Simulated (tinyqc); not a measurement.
Surface Green function of a square-lattice strip three rows wide, Sancho-Rubio decimation: one step of the calculation.

A semi-infinite lead of cells 0, 1, 2, ... with H0 inside a cell and H1 = <cell i|H|cell i + 1>. A cell is one column of three sites. z = E + i eta.

Problem. Decimation. Start with e_s = e = H0, a = H1, b = H1^dagger. Each round: g = (z - e)^(-1); e_s <- e_s + a g b; e <- e + a g b + b g a; a <- a g a; b <- b g b (all with the old a, b). Round k joins cells 2^k apart.

Inputs (values chosen for the exercise):
```
symbol  value  unit     meaning
E        1.44    eV      energy
eta     0.001    eV  broadening
```

e_s after round 1 (eV):
```
                       1                      2                      3
1   0.9462436-0.0007715i  -0.6993440+0.0004219i   0.1001826-0.0002590i
2  -0.6993440+0.0004219i   0.4869511-0.0006929i  -0.7460959+0.0005428i
3   0.1001826-0.0002590i  -0.7460959+0.0005428i   1.3318233-0.0011215i
```

e after round 1 (eV):
```
                       1                      2                      3
1   1.7824873-0.0015430i  -0.9486880+0.0008439i   0.2003653-0.0005179i
2  -0.9486880+0.0008439i   1.2239021-0.0013859i  -1.0421918+0.0010856i
3   0.2003653-0.0005179i  -1.0421918+0.0010856i   2.3436465-0.0022430i
```

a after round 1 (eV):
```
                       1                      2                      3
1   0.8362436-0.0007715i  -0.2493440+0.0004219i   0.1001826-0.0002590i
2  -0.2493440+0.0004219i   0.7369511-0.0006929i  -0.2960959+0.0005428i
3   0.1001826-0.0002590i  -0.2960959+0.0005428i   1.0118233-0.0011215i
```

b after round 1 (eV):
```
                       1                      2                      3
1   0.8362436-0.0007715i  -0.2493440+0.0004219i   0.1001826-0.0002590i
2  -0.2493440+0.0004219i   0.7369511-0.0006929i  -0.2960959+0.0005428i
3   0.1001826-0.0002590i  -0.2960959+0.0005428i   1.0118233-0.0011215i
```

Give: g; e_s after round 2; e after round 2; a after round 2; b after round 2.

Solution.

g (1/eV):
```
               1             2              3
1  -1.512-0.010i  0.765+0.002i   1.218+0.007i
2   0.765+0.002i  0.318-0.001i   0.197-0.001i
3   1.218+0.007i  0.197-0.001i  -1.150-0.007i
```

e_s after round 2 (eV):
```
                 1                2                3
1  -0.2281-0.0054i  -0.1920+0.0012i   0.6591+0.0034i
2  -0.1920+0.0012i   0.2774-0.0011i  -0.4996-0.0004i
3   0.6591+0.0034i  -0.4996-0.0004i   0.2511-0.0040i
```

e after round 2 (eV):
```
               1              2              3
1  -0.566-0.011i   0.066+0.002i   1.318+0.007i
2   0.066+0.002i   0.805-0.002i  -0.549-0.001i
3   1.318+0.007i  -0.549-0.001i   0.182-0.008i
```

a after round 2 (eV):
```
               1              2              3
1  -1.174-0.005i   0.507+0.001i   0.559+0.004i
2   0.507+0.001i  -0.210+0.000i   0.247-0.001i
3   0.559+0.004i   0.247-0.001i  -1.081-0.003i
```

b after round 2 (eV):
```
               1              2              3
1  -1.174-0.005i   0.507+0.001i   0.559+0.004i
2   0.507+0.001i  -0.210+0.000i   0.247-0.001i
3   0.559+0.004i   0.247-0.001i  -1.081-0.003i
```

tinyqc, about 0.1 s, one thread, Intel Xeon 2.30GHz (shared host): `OMP_NUM_THREADS=1 python tinyqc.py 2680121 2680122 out.jsonl`
